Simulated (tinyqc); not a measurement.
Worked calculation: MP2 on RHF in the sto-6g basis, for H3+, spin multiplicity 1. One step of it, computed by the program tinyqc.

Question. Second-order Moller-Plesset energy. E2 = sum_ijab (ia|jb) [2 (ia|jb) - (ib|ja)] / (e_i + e_j - e_a - e_b) over occupied i, j and virtual a, b; the opposite-spin part is (ia|jb)^2 / denominator, the rest is same-spin, and SCS-MP2 scales them by 6/5 and 1/3.

orbital energies (hartree): MO1 -1.048016, MO2 -0.308665, MO3 0.270531

Two-electron integrals over orbitals (pq|rs), unique and non-zero (hartree):
```
(11|11) 0.585469    (21|11) -0.000031   (21|21) 0.145035    (22|11) 0.511826
(22|21) 0.000046    (22|22) 0.567086    (31|11) 0.083847    (31|21) 0.000009
(31|22) -0.043009   (31|31) 0.136138    (32|11) 0.000014    (32|21) -0.131079
(32|22) -0.000043   (32|31) -0.000029   (32|32) 0.140850    (33|11) 0.590025
(33|21) -0.000050   (33|22) 0.525347    (33|31) 0.092701    (33|32) 0.000035
(33|33) 0.632843
```

Hartree-Fock energy = -1.21793869 hartree

Give: Terms; Pair energies; MP2 correlation energy; SCS-MP2 correlation energy; MP2 total energy.

Answer.

Terms:
```
i  j  a  b   (ia|jb)   (ib|ja)  denominator       term
1  1  2  2    0.1450    0.1450      -1.4787    -0.0142
1  1  3  3    0.1361    0.1361      -2.6371    -0.0070
1  1  2  3  8.88e-06  8.88e-06      -2.0579  -3.83e-11
1  1  3  2  8.88e-06  8.88e-06      -2.0579  -3.83e-11
```

Pair energies (hartree; pair i-j sums ij and ji):
```
pair  opposite spin  same spin
1-1         -0.0213          0
```

MP2 correlation energy = -0.021253 hartree

SCS-MP2 correlation energy = -0.025504 hartree

MP2 total energy = -1.239192 hartree
